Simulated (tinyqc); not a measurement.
# MOS inversion layer, Poisson-Schroedinger loop: mixing schemes compared

Electrons confined at an insulator interface at z = 0, treated as a hard wall; parabolic valleys, Hartree approximation, no image or exchange terms. The depletion charge lies far deeper than the electrons and gives a uniform field q Nd/(eps0 eps_r); the gate balances all charge. Energies are counted from the band edge at the interface.

V0 = q Nd z/(eps0 eps_r) in eV.

Tridiagonal Hamiltonian with psi = 0 one step beyond both ends: H_ii = C (1/m_(i-1/2) + 1/m_(i+1/2))/hz^2 + V0_i + U_i, H_(i,i+1) = -C/(m_(i+1/2) hz^2), C = hbar^2/(2 m0). The lowest 2 level(s) are kept, normalised to hz sum |psi|^2 = 1. The mass is the same on all intervals.

Level k holds N_k = D_k Vt ln(1 + exp((EF - E_k)/Vt)) with D = 6 md1 m0 q/(pi hbar^2) per eV (spin included); EF is fixed by sum N_k = Ns.

n_i = sum_k N_k |psi_k|^2 (converted to cm^-3). Hartree part by Gauss: on the interval before node i the electrons still beyond are S_i = Ns - hz sum_(j<i) n_j, and U_i = U_(i-1) + q S_i hz/(eps0 eps_r) in eV, U_0 = 0 at the interface. Mixing: U(new) = U + a (U(out) - U).

Rounds from U = 0 until the largest |U(out) - U| is below 1e-7 eV (the round that meets it is counted). Anderson mixing of depth m keeps the last m inputs V and residuals F = V(out) - V(in), fits c by least squares to F = dF c over their successive differences dF, dV, and sets V(new) = V + a F - (dV + a dF) c.

Inputs (values chosen for the exercise); masses and permittivity close to those of silicon (111): temperature T = 300 K; relative permittivity eps_r = 11.8; mass along z of valley set A (6 valley(s)) mz1 = 0.262 m0; in-plane density-of-states mass of set A md1 = 0.355 m0; sheet density of electrons Ns = 4.3e12 cm^-2; sheet density of depletion charge Nd = 1.7e12 cm^-2; mesh step hz = 0.63 nm.

Constants: q = 1.602176634e-19 C, kB = 1.380649e-23 J/K, hbar = 1.054571817e-34 J s, m0 = 9.1093837015e-31 kg, Vt = kB T/q, eps0 = 8.8541878128e-14 F/cm where lengths are in cm, hbar^2/(2 m0) = 0.0380998212 eV nm^2. Results are converted to the units shown.

| node | z (nm) |
|---|---|
| 1 | 0.63 |
| 2 | 1.26 |
| 3 | 1.89 |
| 4 | 2.52 |
| 5 | 3.15 |
| 6 | 3.78 |
| 7 | 4.41 |
| 8 | 5.04 |
| 9 | 5.67 |
| 10 | 6.3 |
| 11 | 6.93 |
| 12 | 7.56 |
| 13 | 8.19 |
| 14 | 8.82 |
| 15 | 9.45 |
| 16 | 10.08 |
| 17 | 10.71 |
| 18 | 11.34 |

Rounds needed:

| a | depth m | rounds |
|---|---|---|
| 1 | plain | 16 |
| 0.8 | plain | 10 |
| 0.6 | plain | 16 |
| 0.4 | plain | 28 |
| 0.2 | plain | 62 |
| 0.1 | plain | 130 |
| 0.5 | 2 | 13 |
| 0.5 | 4 | 9 |
| 0.5 | 8 | 9 |

What does the comparison show?

Among the plain runs a = 0.8 is fastest, with 10 rounds; larger factors overshoot and smaller ones creep. Anderson mixing needs 9 to 13 rounds.

Computed by the program tinyqc: `OMP_NUM_THREADS=1 python tinyqc.py 2160094 2160095 out.jsonl`, one thread of a shared Intel Xeon 2.30GHz, about 0.5 s for the whole run.
